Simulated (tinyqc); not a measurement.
# Biaxially strained (001) channel, valley splitting in an inversion layer: effects of single changes

A thin layer grown on a relaxed buffer is stretched in the plane. The two valleys with their long axis along the growth direction (D2) sink against the four in-plane ones (D4); confinement in a triangular well splits them too. Only the lowest subband of each set is kept; one relaxation time, so the weakening of intervalley scattering is left out.

Parameters, values chosen for the exercise; values close to those of silicon on relaxed silicon-germanium: temperature T = 250 K; germanium share of the relaxed buffer x = 0.06; lattice mismatch per unit x b1 = 0.0418; elastic constant c11 = 168 GPa; elastic constant c12 = 65.2 GPa; shear deformation potential Xu = 8.92 eV; longitudinal mass ml = 0.934 m0; transverse mass mt = 0.193 m0; confining field F = 0.97 MV/cm; inversion density Ns = 6.1e11 cm^-2; Burgers vector bv = 0.384 nm.

Constants: q = 1.602176634e-19 C, kB = 1.380649e-23 J/K, hbar = 1.054571817e-34 J s, m0 = 9.1093837015e-31 kg, Vt = kB T/q, hbar^2/(2 m0) = 0.0380998212 eV nm^2. Results are converted to the units shown.

Each table varies one quantity; the others keep the values above.

## Effect of the confining field

e_par = b1 x, e_perp = -2 (c12/c11) e_par, splitting D = Xu (e_par - e_perp), in-plane stress (c11 + c12 - 2 c12^2/c11) e_par. Levels E(m) = 2.33811 (hbar^2 q^2 F^2/(2 m))^(1/3): E2 = E(ml), E4 = E(mt) + D; N2 = 2 mt kB T/(pi hbar^2), N4 = 4 sqrt(mt ml) kB T/(pi hbar^2). EF solves Ns = N2 ln(1 + exp((EF - E2)/Vt)) + N4 ln(1 + exp((EF - E4)/Vt)); f2 is the share in D2, and 1/mc = f2/mt + (1 - f2)(1/mt + 1/ml)/2. The gain is mc(x = 0)/mc.

The same in every row: D (meV) = 39.74.

Effect of the confining field:
```
F (MV/cm),f2 without strain,f2,mc (m0),gain
0.1,0.4235,0.8165,0.2081,1.202
0.3,0.7219,0.9413,0.1976,1.098
0.5,0.8754,0.9777,0.1947,1.043
0.7,0.9439,0.9906,0.1937,1.019
0.9,0.9739,0.9958,0.1933,1.009
1.1,0.9874,0.9980,0.1932,1.004
1.3,0.9937,0.9990,0.1931,1.002
1.5,0.9967,0.9995,0.1930,1.001
```

As F goes from 0.1 to 1.5 MV/cm, f2 rises from 0.817 to 0.999 (without strain: it rises from 0.424 to 0.997) and the gain falls from 1.20 to 1.00. Strong confinement already empties D4, so strain has less to move.

## Effect of the germanium share of the relaxed buffer

Same model as above.

Critical thickness (Matthews-Blakeslee, 60-degree dislocations): h = bv (1 - nu/4)[ln(h/bv) + 1]/(4 pi e_par (1 + nu)), nu = c12/(c11 + c12).

The same in every row: f2 without strain = 0.97987.

Effect of the germanium share of the relaxed buffer:
```
x,D (meV),f2,mc (m0),gain,critical thickness (nm)
0.03,19.868,0.99189,0.19362,1.0048,119.37
0.09,59.604,0.99871,0.19310,1.0075,32.022
0.15,99.339,0.99980,0.19302,1.0080,16.962
0.21,139.08,0.99997,0.19300,1.0080,11.026
0.27,178.81,0.99999,0.19300,1.0080,7.9259
0.33,218.55,1.0000,0.19300,1.0080,6.0500
0.39,258.28,1.0000,0.19300,1.0080,4.8054
0.45,298.02,1.0000,0.19300,1.0080,3.9260
```

What does the table show?

As x goes from 0.03 to 0.45, f2 rises from 0.992 to 1.00 (without strain: it stays at 0.980) and the gain stays near 1.01. The gain cannot pass 1.008, reached when D4 is empty, while the critical thickness falls from 119 to 3.93 nm.

Numbers from tinyqc (`OMP_NUM_THREADS=1 python tinyqc.py 2530129 2530130 out.jsonl`; about 0.01 s on one thread of a shared Intel Xeon 2.30GHz).
